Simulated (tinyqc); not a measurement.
Worked calculation: electroplating on a thin resistive seed layer: kinetics, Wagner number and the terminal effect across a wafer. Computed by tinyqc, a small Python program that keeps every step. Command: `OMP_NUM_THREADS=1 python tinyqc.py 3121042 3121043 out.jsonl terminal walk`. One thread of a shared host (Intel(R) Xeon(R) Processor @ 2.30GHz), about 0.02 s of CPU time with the checks. Intermediate numbers are printed to about 6 digits and carried at full precision; extremes and crossings named in words are read from the listed rows.

Current enters the seed at the rim. The bath is treated as a local resistance per area (no lateral flow in the liquid), two electrons per ion, molar volume 7.11 cm^3/mol, Faraday constant F = e N_A, kinematic viscosity 0.01 cm^2/s, omega = 2 pi x rpm/60; k_B T/e is in volts.

Inputs (values chosen for the exercise, of the order of those for copper plating from an acid sulfate bath):
```
quantity                               value         unit
wafer radius R                           7.5           cm
seed thickness t                          22           nm
seed resistivity                         5.3  microohm cm
bath conductivity kappa                 0.12         S/cm
gap to the anode h                         9           cm
extra resistance of a porous plate       220     ohm cm^2
exchange current density i_0           0.026      mA/cm^2
cathodic transfer coefficient alpha     0.86            -
mean current density                      23      mA/cm^2
diffusivity of the metal ion         4.8e-06       cm^2/s
metal ion concentration                 0.55        mol/L
rotation rate                             60          rpm
temperature T                            298            K
```

Constants: e = 1.602176634e-19 C; N_A = 6.02214076e+23 1/mol; k_B = 8.617333262e-05 eV/K.

## Rate, limit and resistances

Growth rate = i V_m/(2 F). Levich limit i_L = 0.62 x 2 F D^(2/3) omega^(1/2) nu^(-1/6) c. Tafel overpotential eta = (k_B T/(alpha e)) ln(i/i_0); kinetic resistance k_B T/(alpha e i); bath resistance h/kappa + plate; R_s = resistivity/t; Wagner number = kinetic resistance x kappa/R.

growth rate = 508.461 nm/min

limiting current i_L = 101.118 mA/cm^2

overpotential = 202.605 mV

kinetic resistance = 1.29826 ohm cm^2

bath resistance R_b = 295 ohm cm^2

sheet resistance R_s = 2.40909 ohm/square

Wagner number = 0.0207722

## Linear estimate of the terminal effect

Linearised: with R_t = kinetic + bath resistance the current density obeys (1/r)(r i')' = i R_s/R_t, so i = A I_0(r/l), l = sqrt(R_t/R_s); with x = R/l, edge/centre = I_0(x) and edge/mean = x I_0(x)/(2 I_1(x)). Voltage drop in the seed for a uniform current: i R_s R^2/4.

length l = 11.0902 cm

x = R/l = 0.676275

edge over centre, linear = 1.11765

edge over mean, linear = 1.05611

drop for uniform current = 779.190 mV

For small x edge/centre is 1 + x^2/4 = 1.114.

## Current distribution

Full model: seed potential phi(r) with (1/r)(r phi')' = R_s i, where i solves phi = R_b i + (k_B T/(alpha e)) ln(i/i_0) (phi being the driving voltage left at r); phi'(0) = 0 and phi'(R) = R_s i_mean R/2. Solved by collocation to a tolerance of 1e-7.

Across the wafer:
```
r/R   i (mA/cm^2)   i/mean  i/mean, linear
0.00      21.7337  0.94494         0.94494
0.20      21.8332  0.94927         0.94927
0.40      22.1331  0.96231         0.96231
0.60      22.6374  0.98424         0.98424
0.75      23.1540  1.00670         1.00670
0.90      23.7935  1.03450         1.03450
1.00      24.2906  1.05611         1.05611
```

edge over centre, full model = 1.11765

The full model gives 1.12 against 1.12 from the linear form; the kinetic resistance, which the linear form holds fixed, is a small part of R_t here.

## As the film thickens, and with more bath resistance

The film is taken as uniform, with the seed resistivity; the last column adds 100 ohm cm^2 to R_b. Extra power of that plate = i^2 x 100 ohm cm^2 x area.

Edge over centre:
```
thickness (nm)  R_s (ohm/square)  as given  with 100 ohm cm^2 more
22                       2.40909   1.11765                 1.08733
33                       1.60606   1.07769                 1.05781
44                       1.20455   1.05799                 1.04320
66                       0.80303   1.03848                 1.02870
110                      0.48182   1.02300                 1.01717
220                      0.24091   1.01147                 1.00857
440                      0.12045   1.00573                 1.00428
```

extra power = 9.34820 W

The ratio falls below 1.1 from 33.0 nm on as given, and from 22.0 nm on with the added resistance: what counts is R_s R^2 against the sum of kinetic and bath resistance.

Checks made by the program: mean of the distribution (relative difference 1e-08).
